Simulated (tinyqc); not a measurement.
Comparisons within one model: valley splitting in a one-orbital chain of atomic planes (second-neighbour model). A value that a table varies takes the place of the one given here.

Each (001) plane carries one orbital with energy e0, hopping v to the next plane and u to the second: E(phi) = e0 + 2 v cos(phi) + 2 u cos(2 phi), where phi = pi - k a/4 (the sign of every second orbital is chosen so that v > 0, which shifts the phase by pi). The minimum lies at cos(phi0) = -v/(4u), phi0 = pi - (pi/2) k0 for a valley at k0 (2 pi/a), and e0 puts it at zero. A slab of N planes has hard walls: the matrix simply ends.

A well of Nw planes between barriers of 40 planes each (as of a SiGe alloy, taken as an offset alone). With x = j - 39.5 for plane j = 0, 1, ..., the potential is V0 (f(x) + f(Nw - x)) + F (j - 40) a/4, f(y) = 1/(1 + exp(y/L)), a step for L = 0; L is in planes, 4 L is about the distance over which f goes from 0.88 to 0.12, and 1 MV/m = 1e-4 V/angstrom.

Constants: hbar^2/2m0 = 3.80998211 eV angstrom^2.

Inputs chosen for the exercise (near those of the Delta valleys of silicon; abrupt walls in this chain split the valleys several times more than measured wells; the results hold for these values, not for the real material): a = 5.441 angstrom (lattice constant; planes lie a/4 apart); ml = 0.885 m0 (longitudinal mass); N0 = 59 (first number of planes); Nf = 120 (planes in the thick slab); V0 = 0.25 eV (barrier height); F = 5 MV/m (field); Nw = 48 (planes in the well); k0 = 0.83 2 pi/a (position of the valley).

## Splitting against the number of planes

u = 0.625210 eV
v = 0.659904 eV
e0 = 1.424551 eV
phi0 = 1.837832 rad

Ten slabs from N0 on, of thickness (N - 1) a/4 between the outer planes. Effective mass: E1 = (c/ml)(pi/W)^2 with W = (N + 2) a/4: the amplitude vanishes on two missing planes at each end, and the envelope has its nodes N + 2 spacings apart. Large-N estimate of the splitting: 16 pi^2 u |sin(phi0) sin((N + 2) phi0)|/(N + 2)^3.

Doublet (meV):
```
N,thickness (angstrom),mean level,effective mass,splitting,estimate
59,78.89,6.17,6.17,0.345,0.351
60,80.25,5.97,5.97,0.305,0.300
61,81.61,5.78,5.79,0.160,0.168
62,82.98,5.61,5.61,0.358,0.357
63,84.34,5.43,5.44,0.034,0.027
64,85.70,5.27,5.27,0.309,0.312
65,87.06,5.11,5.12,0.187,0.182
66,88.42,4.96,4.97,0.188,0.193
67,89.78,4.82,4.82,0.266,0.264
68,91.14,4.68,4.69,0.038,0.043
```

What can be read from the table?

The mean level falls smoothly, from 6.2 to 4.7 meV, within 0.1 % of the effective-mass value. The splitting swings between 0.034 (N = 63) and 0.358 meV (N = 62): one plane more or less changes the phase between the two walls by phi0 = 1.838 rad. The estimate misses the computed values by at most 0.008 meV.

## Splitting against the electric field

A thick slab in a field F: plane j = 0, 1, ... gains the energy F j a/4 (1 MV/m = 1e-4 V/angstrom), which presses the electron against the first wall. The exponent is the slope of ln(splitting) against ln F between 20 and 50 MV/m.

Doublet:
```
F (MV/m),mean level (meV),splitting (meV),splitting/F (meV per MV/m)
1,8.00,0.1426,0.1426
2,12.59,0.2822,0.1411
5,22.92,0.7055,0.1411
10,35.94,1.4114,0.1411
20,56.17,2.8242,0.1412
30,72.78,4.2382,0.1413
50,100.58,7.0690,0.1414
```

exponent = 1.00

What can be read from the table?

The splitting goes from 0.1426 to 7.0690 meV. At high field it grows as F^1.00: at a single hard wall it follows the squared slope of the envelope, which is proportional to F, while the level itself grows about as F^(2/3) (here F^0.64). A hard wall is the sharpest interface possible; real Si interfaces split several times less.

## Sharp and graded interfaces

The lowest doublet for several interface widths L.

Doublet:
```
L (planes),4 L (angstrom),mean level (meV),splitting (micro-eV)
0.00,0.00,21.84,733.97
0.25,1.36,21.96,388.66
0.50,2.72,22.13,82.37
0.75,4.08,22.36,16.21
1.00,5.44,22.65,2.80
1.50,8.16,23.42,0.07
2.00,10.88,24.43,0.00
```

What can be read from the table?

The mean level moves by +2.6 meV over the table, while the splitting falls from 734.0 micro-eV at a step to 2.80 at L = 1 plane, a factor 262. Coupling the valleys needs the Fourier component of the potential at twice the valley wave vector, a period of a few planes, and grading removes it. Random alloy disorder, left out here, sets the splitting once this part is gone.

## What each parameter does

Step interfaces (L = 0). u, v, e0 follow from 8 u sin^2(phi0) = (2c/ml)/(a/4)^2, v = -4u cos(phi0), e0 = 2u + v^2/(4u), c = hbar^2/2m0. Each row changes one parameter from the base and keeps the others.

Results:
```
case,mean level (meV),splitting (micro-eV)
base,21.84,734.0
k0 = 0.84 2 pi/a,21.84,719.3
ml = 0.974 m0,21.08,729.0
V0 = 0.375 eV,22.30,743.8
F = 10 MV/m,32.90,1416.6
Nw = 49,21.78,782.9
```

What can be read from the table?

The largest shifts from the base row, up to three for each result and ties (the steps differ in size, so this ranks the rows, not the parameters). mean level (meV): F +11.06, ml -0.77, V0 +0.45; unchanged at the printed digits by k0. splitting (micro-eV): F +682.6, Nw +49.0, k0 -14.7.

tinyqc: `OMP_NUM_THREADS=1 python tinyqc.py 1451723 1451724 out.jsonl`; about 0.01 s, one thread, shared Intel(R) Xeon(R) Processor @ 2.30GHz.
